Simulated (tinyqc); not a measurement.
## Gap voltage and exponent from three temperatures

Problem. At constant current VBE(T) = Vg0 - a T - eta (kB T/q) ln T, where a is a constant. Find Vg0, eta and dVBE/dT at the middle temperature.

Constants: q = 1.602176634e-19 C, kB = 1.380649e-23 J/K. Results are converted to the units shown.

T (K): 233  330  360
VBE at a constant current (V): 0.8058414393  0.6148053517  0.5536240161

Solution. The relation is linear in Vg0, a and eta, so three points give a linear system; the slope is (VBE - Vg0 - eta kB T/q)/T. eta rests on the curvature of VBE(T) alone, so real fits need accuracy of some tens of microvolts or better.

Vg0 = 1.172 V
eta = 3.900
dVBE/dT = -2.025 mV/K

Program tinyqc, `OMP_NUM_THREADS=1 python tinyqc.py 2062024 2062025 out.jsonl`; Intel Xeon 2.30GHz, shared host, one thread, about 0.02 s.
